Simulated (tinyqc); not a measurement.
Inside a calculation: phonon-assisted absorption at an indirect gap. Values are carried at full precision from step to step, so a last printed digit may differ when a step is redone from the rounded ones.

alpha(E) = sum_j A_j [N_j (E - Eg + w_j)^2 + (N_j + 1)(E - Eg - w_j)^2], each bracket counted only where its base is positive; N_j = 1/(exp(w_j/kB T) - 1). The first term absorbs a phonon and the second emits one; excitons and direct transitions are left out.

Constants: kB = 8.617333262e-05 eV/K.

Inputs chosen for the exercise (loosely those of SiGe at room temperature; Eg is not tied to T; the results hold for these values, not for the real material):
- Eg = 0.951 eV (indirect gap, held fixed unless listed)
- w = (48.7, 14.6) meV (two zone-edge phonons)
- A = (2700, 290) 1/(cm eV^2) (their strengths)
- T = 300 K
- E = 1.376 eV (photon energy)
- nr = 3.79 (refractive index)
- d = 230 micrometre (thickness)
- xj = 0.064 micrometre (dead layer at the surface)
- W = 0.6 micrometre (depleted width)
- L = 6.8 micrometre (minority diffusion length below it)

## The four branches at one energy

Evaluate the occupations and each term.

N_j: 0.1793  1.317

terms with phonon absorption (1/cm): 108.6  73.84

terms with phonon emission (1/cm): 450.9  113.2

alpha = 746.5 1/cm
wavelength hc/E (hc = 1239.841984 eV nm) = 901.0 nm

Phonon absorption supplies 24.4 % of alpha; the depth 1/alpha is 13.4 micrometre.

## What a slab does with it

Slab of thickness d in air, incoherent passes: R = ((nr - 1)/(nr + 1))^2, x = exp(-alpha d); transmitted Tr = (1 - R)^2 x/(1 - R^2 x^2), reflected Rt = R + (1 - R)^2 R x^2/(1 - R^2 x^2), absorbed Ab = (1 - R)(1 - x)/(1 - R x).

d in cm is 1e-4 times the value in micrometres.

R = 0.3393
x = 0.0000
Tr = 0.0000
Rt = 0.3393
Ab = 0.6607

A single pass would absorb (1 - R)(1 - x) = 0.6607; the back face adds 0.0000.

## Quantum efficiency of a diode

Photodiode (Gaertner form with a dead layer): QE = (1 - R) exp(-alpha xj) [1 - exp(-alpha W)/(1 + alpha L)], R = ((nr - 1)/(nr + 1))^2; responsivity = QE/E in A/W for E in eV.

Evaluate the factors; 1 micrometre = 1e-4 cm.

passes the dead layer = 0.9952
collected share = 0.3658
QE = 0.2405
responsivity = 0.1748 A/W

Without diffusion from below the collected share would be 0.0438.

## Checks

- Tr + Rt + Ab against 1: both 1.000000.

tinyqc: `OMP_NUM_THREADS=1 python tinyqc.py 1650006 1650007 out.jsonl`; about 0.01 s, one thread, shared Intel(R) Xeon(R) Processor @ 2.30GHz.
